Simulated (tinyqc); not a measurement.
Gate sweep: ballistic transport through the one-dimensional subbands of a rectangular nanowire or nanosheet channel. Computed by tinyqc, a small Python program. Command: `OMP_NUM_THREADS=1 python tinyqc.py 3025659 3025660 out.jsonl wire walk`. One thread of a shared host (Intel(R) Xeon(R) Processor @ 2.30GHz), about 0.01 s of CPU time with the checks.

Hard walls, parabolic subbands, transport along x. Energies are counted from the bulk conduction band edge at the top of the barrier, which the gate pulls down by U; the source Fermi level lies at the bulk edge when U = 0.

Inputs (values chosen for the exercise, modelled on GaAs):
```
quantity                      value  unit
mass m                        0.067   m_0
height a                        8.4    nm
width b                          13    nm
equivalent oxide thickness t    2.4    nm
drain voltage V_D              0.76     V
temperature T                   300     K
```

Valleys: single isotropic valley.

Constants: hbar^2/(2 m_0) = 3.80998212 eV angstrom^2; k_B = 8.617333262e-05 eV/K; m_0 = 9.1093837015e-31 kg; k_B = 1.380649e-23 J/K; hbar = 1.054571817e-34 J s; eps_0 = 8.8541878128e-12 F/m; e = 1.602176634e-19 C; h = 6.62607015e-34 J s.

Method:
- E_pq = (hbar^2 pi^2/2)(p^2/(m_y b^2) + q^2/(m_z a^2)); m_x = m_y = m_z = m, degeneracy g = 1; the 10 lowest subbands are kept.
- F_j(eta) = (1/Gamma(j + 1)) int_0^infinity x^j/(1 + exp(x - eta)) dx, F_0 = ln(1 + exp(eta)). Integrals over x = E/(k_B T) use 160 Gauss-Legendre points in u = sqrt(x) from 0 to sqrt(max(eta, 0) + 32).
- With degeneracy g = 1, eta_i = (U - E_i)/(k_B T) and u = e V_D/(k_B T): line density n = sum_i g sqrt(2 m_x k_B T/pi)/(2 hbar) [F_-1/2(eta_i) + F_-1/2(eta_i - u)]; gate: e n = C_ox (V_G - U/e), C_ox = 3.9 eps_0 2 (a + b)/t (flat-plate estimate); I = (2 e k_B T/h) sum_i g [F_0(eta_i) - F_0(eta_i - u)].
- Open modes are sum_i g/(1 + exp(-eta_i)). The last column is e dn/dV_G over C_ox, taken up to the next row.

Subbands:
```
valley axis  p  q  E (meV)  m_x (m_0)
-            1  1  112.750      0.067
-            2  1  212.378      0.067
-            1  2  351.372      0.067
-            3  1  378.425      0.067
-            2  2  451.000      0.067
-            4  1  610.891      0.067
-            3  2  617.047      0.067
-            1  3  749.076      0.067
-            2  3  848.704      0.067
-            4  2  849.513      0.067
```

Against the gate voltage:
```
V_G (V)  U (meV)    n (1/nm)  I (microampere)  open modes    C_g/C_ox
-0.190   -190.00  5.0397e-07       1.6783e-05  8.3788e-06  6.7104e-05
-0.087    -87.01  2.7070e-05       9.0155e-04  4.5000e-04  5.6958e-03
0.033      32.31  2.6541e-03       8.9169e-02  4.3581e-02  1.3617e-01
0.160     142.02  6.9124e-02       2.9556e+00  8.1834e-01  2.6441e-01
0.260     215.58  1.7075e-01       9.5346e+00  1.5196e+00  3.0230e-01
0.390     306.28  3.2180e-01       2.2773e+01  2.1839e+00  3.8873e-01
0.530     391.85  5.3097e-01       4.1219e+01  3.5457e+00  4.5783e-01
0.690     478.60  8.1253e-01       6.9401e+01  4.7272e+00  4.3093e-01
0.860     575.34  1.0941e+00       1.0705e+02  5.3604e+00  4.9315e-01
1.100     696.99  1.5490e+00       1.6662e+02  7.0451e+00           -
```

Between the first two rows the current rises one decade per 60 mV, against the limit ln(10) k_B T/e = 60 mV. Above threshold C_g/C_ox lies between 0.26 and 0.49: the quantum capacitance in series costs much, since the density of states of these subbands is small. It dips where a subband has filled past its van Hove peak and recovers when the next one opens or the drain starts to fill the band.

Extremes, crossings and ranges named in words are read from the listed rows.
